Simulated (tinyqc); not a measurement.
Grain-boundary trapping model (Seto) of a polycrystalline semiconductor film. Changing the grain size L. Computed by tinyqc, a small Python program. Command: `OMP_NUM_THREADS=1 python tinyqc.py 3014171 3014172 out.jsonl poly sweep`. One thread of a shared host (Intel(R) Xeon(R) Processor @ 2.30GHz), about 0.01 s of CPU time with the checks.

Grains of equal size L are joined by thin boundaries with one trap level. Trapped carriers deplete a width W on each side and raise a barrier, crossed by thermionic emission. Dopants are fully ionised, statistics are non-degenerate and mu_g does not depend on T.

Inputs (values chosen for the exercise, modelled on polycrystalline SiGe): permittivity eps = 13.5; effective mass m = 0.27 m_0; effective density of states at 300 K, N_c = 1.5e+19 1/cm^3; trap density Q_t = 4.4e+12 1/cm^2; trap level E_t below the band edge = 0.21 eV; doping N = 4.1e+17 1/cm^3; mobility inside the grains mu_g = 200 cm^2/(V s); temperature T = 300 K.

Grain interior: resistance included.

Constants: k_B = 8.617333262e-05 eV/K; e = 1.602176634e-19 C; eps_0 = 8.8541878128e-12 F/m; m_0 = 9.1093837015e-31 kg; k_B = 1.380649e-23 J/K.

Method. N_c(T) = N_c (T/300 K)^(3/2). Filled traps Q = Q_t/(1 + (1/2) exp((E_t* - E_F)/k_B T)), where E_t* = e V_B - E_t and E_F are counted from the band edge at the grain centre. Partial depletion: Q = 2 N W, V_B = e N W^2/(2 eps eps_0), E_F = k_B T ln(N/N_c); solve for W. If that W would exceed L/2 the grain is fully depleted: W = L/2, Q = N L, and E_F follows from the trap equation. Centre density n_0 = N_c exp(E_F/k_B T). Boundary: sigma_b = L e^2 n_0 exp(-e V_B/k_B T)/sqrt(2 pi m k_B T); drift through the grain, depleted parts included: rho_g = [(1 - 2W/L) + (2W/L) int_0^1 exp(y^2 s^2) ds]/(e n_0 mu_g); rho = 1/sigma_b + rho_g. Mean carrier density n_av = n_0 [(1 - 2W/L) + (2W/L) (sqrt(pi)/2) erf(y)/y], y = sqrt(e V_B/k_B T); effective mobility 1/(e n_av rho).

One run for each value:
```
grain size L (nm)  resistivity rho (ohm cm)  barrier V_B (V)  effective mobility (cm^2/(V s))  depletion width W (nm)
10                               2.5109e+02          0.00687                           90.817                   5.000
18                               7.9218e+01          0.02226                           95.979                   9.000
32                               1.8037e+01          0.07034                           45.749                  16.000
56                               4.9968e+00          0.14271                            6.182                  22.789
100                              2.8317e+00          0.14271                            7.509                  22.789
180                              1.6070e+00          0.14271                           11.248                  22.789
320                              9.3723e-01          0.14271                           17.825                  22.789
560                              5.6818e-01          0.14271                           28.224                  22.789
1000                             3.5167e-01          0.14271                           44.553                  22.789
```

Describe and explain the trends.

Over the rows, resistivity rho (ohm cm) falls from 251 to 0.352 (exponent d ln y / d ln x -2.0 between the first rows and -0.83 between the last); barrier V_B (V) rises from 0.00687 to 0.143, flat over part of the range; effective mobility (cm^2/(V s)) lies between 6.18 and 96.0 without a single trend. At the low end the exponent of barrier V_B is 2.00, close to 2: full depletion. At the high end the exponent of barrier V_B is 0.00, close to 0: partial depletion.

Extremes, crossings and ranges named in words are read from the listed rows.
